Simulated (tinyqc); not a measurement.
# Inductance and parasitic capacitance from two readings

Problem. A loss-free coil L in parallel with C shows the apparent inductance L/(1 - w^2 L C), w = 2 pi f. Find L, C and the self-resonance 1/(2 pi sqrt(L C)).

apparent inductance at 4.7 and 7.5 GHz (nH): [1.7943282, 3.1789757]

Solution. The inverse of the reading is 1/L - w^2 C, a straight line in w^2.

L = 1.400 nH
C = 180.0 fF
self-resonance = 10.03 GHz

Program tinyqc, `OMP_NUM_THREADS=1 python tinyqc.py 2302231 2302232 out.jsonl`; Intel Xeon 2.30GHz, shared host, one thread, about 0.01 s.
